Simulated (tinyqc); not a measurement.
Zero-field depth and permittivity from two fields.

Inverse problem. The apparent depth of a Coulomb trap is Et - sqrt(q F/(pi eps0 eps_r)). Find Et and eps_r.

Constants: q = 1.602176634e-19 C, eps0 = 8.8541878128e-14 F/cm where lengths are in cm. Results are converted to the units shown.

apparent depth at F = 36 and 140 kV/cm (eV): [0.21366933, 0.16863469]

Solution. The depth is linear in sqrt(F): the intercept is Et and the slope -sqrt(q/(pi eps0 eps_r)).

Et = 0.260 eV
eps_r = 9.66

Program tinyqc, `OMP_NUM_THREADS=1 python tinyqc.py 2050129 2050130 out.jsonl`; Intel Xeon 2.30GHz, shared host, one thread, about 0.01 s.
